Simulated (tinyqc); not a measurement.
# Changing the thickness W

Model: photoconductance decay in a wafer: bulk and surface recombination modes, and iron detection by pair splitting. Computed by tinyqc, a small Python program. Command: `OMP_NUM_THREADS=1 python tinyqc.py 3112731 3112732 out.jsonl pcd sweep`. One thread of a shared host (Intel(R) Xeon(R) Processor @ 2.30GHz), about 0.03 s of CPU time with the checks.

Both faces of the wafer have the same S; injection is low and all coefficients are constant. x runs from -W/2 to W/2.

Inputs (values chosen for the exercise, modelled on p-type silicon): diffusivity D = 29.9 cm^2/s; bulk lifetime tau_b without iron = 80 microsecond; surface recombination velocity S = 51 cm/s.

Method. Even modes cos(a x) obey b tan b = S W/(2 D) with b = a W/2, odd modes sin(a x) obey -b cot b = S W/(2 D); each decays at the rate 1/tau_b + D a^2. tau_eff is the decay time of the first mode. The surface time is 1/(D a^2) of that mode; shortcuts for it are W/(2 S), W^2/(pi^2 D) and their sum, whose error is sum/surface time - 1.

One run for each value:
```
thickness W (micrometre)  tau_eff (microsecond)  surface time (microsecond)  tau_eff/tau_b
20                                       15.755                        19.6        0.19694
36                                       24.507                        35.3        0.30634
63                                       34.890                        61.9        0.43612
110                                      45.990                       108.2        0.57488
200                                      56.912                       197.2        0.71139
360                                      65.340                       356.6        0.81675
1100                                     74.632                      1112.4        0.93291
2000                                     77.028                      2073.5        0.96285
```

Give the missing row, thickness W (micrometre) = 630.

Computed row:
```
thickness W (micrometre)  tau_eff (microsecond)  surface time (microsecond)  tau_eff/tau_b
630                                      70.970                       628.7        0.88712
```

Interpolating between the two neighbouring rows (the first column on a logarithmic scale, the others too where they are positive) misses by up to 1.6 %. Over the rows, tau_eff (microsecond) rises from 15.8 to 77.0 (exponent d ln y / d ln x 0.75 between the first rows and 0.053 between the last); surface time (microsecond) rises from 19.6 to 2070 (exponent d ln y / d ln x about 1.0 throughout); tau_eff/tau_b rises from 0.197 to 0.963 (exponent d ln y / d ln x 0.75 between the first rows and 0.053 between the last). The exponent of surface time stays between 1.00 and 1.04, near 1: slow surfaces, W/(2 S). Plotting 1/tau_eff against 1/W separates bulk and surface while W/(2 S) is the larger part of the surface time.

Extremes, crossings and ranges named in words are read from the listed rows.
